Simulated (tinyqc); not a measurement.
## Voltage drop against the resistance of a horizontal segment

A grid of 13 by 13 nodes with segments Rx (rows) and Ry (columns); every node draws I1 and the central node kh I1; pads with resistance Rp sit at the nodes whose row and column are multiples of the pitch, counting from 0. The drops u = Vdd - V follow from G u = i, with G the conductance matrix and i the load currents, solved directly. Here the pitch is 6.

Parameters, values chosen for the exercise:
```
symbol,value,unit,meaning
Vdd,0.8,V,supply voltage
Ry,0.22,ohm,resistance of a vertical segment
Rp,0.29,ohm,resistance from a pad node to the supply
kh,5,,factor on the load at the hot node
I1,1.5,mA,load current of a node in the large grid
```

Voltage drop against the resistance of a horizontal segment:

| Rx (ohm) | pads | worst drop (mV) | mean drop (mV) | largest drop at a pad (mV) | largest pad current (mA) | worst drop over Vdd (%) |
|---|---|---|---|---|---|---|
| 0.068 | 9 | 11.24 | 10.44 | 9.988 | 34.44 | 1.405 |
| 0.13 | 9 | 11.98 | 11.07 | 10.30 | 35.51 | 1.498 |
| 0.27 | 9 | 13.40 | 12.17 | 10.81 | 37.29 | 1.675 |
| 0.54 | 9 | 15.69 | 13.84 | 11.51 | 39.70 | 1.961 |
| 1.1 | 9 | 19.94 | 16.69 | 12.39 | 42.73 | 2.493 |
| 2.2 | 9 | 27.83 | 21.62 | 13.27 | 45.75 | 3.479 |
| 4.3 | 9 | 42.37 | 30.45 | 13.98 | 48.20 | 5.296 |

The worst drop rises from 11.2 to 42.4 mV and the mean drop rises from 10.4 to 30.5 mV. The worst drop goes as Rx^(0.10) between the first two rows and Rx^(0.63) between the last two. The central node is itself a pad.

Computed by the program tinyqc: `OMP_NUM_THREADS=1 python tinyqc.py 2770188 2770189 out.jsonl`, one thread of a shared Intel Xeon 2.30GHz, about 0.08 s for the whole run.
